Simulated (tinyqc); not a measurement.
Memristor with linear dopant drift, Joglekar window: one step of the calculation.

A film of thickness D has a doped share x: R = Ron x + Roff (1 - x), i = v/R, dx/dt = k i F with k = mv Ron/D^2 and F = 1 - (2 x - 1)^(2 p). The drive is v = V0 sin(2 pi f t). The model has no threshold and no heating.

Task. One Runge-Kutta step. Step h = 1/(12 f), from t = j h. With g(t, x) = dx/dt: k1 = g(t, x), k2 = g(t + h/2, x + h k1/2), k3 = g(t + h/2, x + h k2/2), k4 = g(t + h, x + h k3), x(new) = x + h (k1 + 2 k2 + 2 k3 + k4)/6.

Inputs (values chosen for the exercise):
- Ron = 200 ohm (resistance of the fully doped film)
- Roff = 20000 ohm (resistance of the undoped film)
- D = 8 nm (film thickness)
- mv = 1.6e-14 m^2/(V s) (dopant mobility)
- V0 = 0.8 V (amplitude)
- p = 5 (window exponent)
- f = 2 Hz (frequency)

x at step 2 = 0.22484601
j = 2

Wanted: k1..k4; x at step 3.

Result.

k1..k4 (1/s): [2.2223, 2.6396, 2.6714, 2.9975]
x at step 3 = 0.33486

Numbers from tinyqc (`OMP_NUM_THREADS=1 python tinyqc.py 2880102 2880103 out.jsonl`; about 0.3 s on one thread of a shared Intel Xeon 2.30GHz).
